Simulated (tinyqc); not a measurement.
Electron-beam lithography: double-Gaussian proximity function, edge placement and dose correction for parallel lines: one step, computed by the program tinyqc. Command: `OMP_NUM_THREADS=1 python tinyqc.py 3110118 3110119 out.jsonl proximity walk`. One thread of a shared host (Intel(R) Xeon(R) Processor @ 2.30GHz), about 0.01 s of CPU time with the checks.

Lines are infinitely long. Absorbed energy is counted so that the middle of a very large area written at dose 1 receives 1; the resist develops where it exceeds 1/2.

Question. Interaction matrix. f(r) = [exp(-r^2/alpha^2)/alpha^2 + eta exp(-r^2/beta^2)/beta^2]/(pi (1 + eta)). A line from a to b at dose d gives E(x) = d [S(alpha) + eta S(beta)]/(1 + eta), S(s) = [erf((b - x)/s) - erf((a - x)/s)]/2. M_ij is the mean of E at the two edges of line i from line j at dose 1.

Inputs (values chosen for the exercise, of the order of those for 30 keV electrons in resist on silicon): forward range alpha = 0.015 micrometre; backscatter range beta = 4.3 micrometre; backscatter ratio eta = 0.82.

Lines (micrometre):
```
line,left edge,right edge,centre
1,0.000,1.800,0.9000
2,1.930,7.030,4.4800
3,7.260,7.321,7.2905
4,7.395,7.475,7.4350
5,7.795,7.905,7.8500
```

Give: M.

Answer.

M:
```
,1,2,3,4,5
1,0.3752,0.1560,0.0005,0.0005,0.0006
2,0.0569,0.4789,0.0022,0.0028,0.0036
3,0.0123,0.1923,0.2783,0.0047,0.0064
4,0.0111,0.1856,0.0036,0.2795,0.0064
5,0.0083,0.1658,0.0035,0.0047,0.2812
```
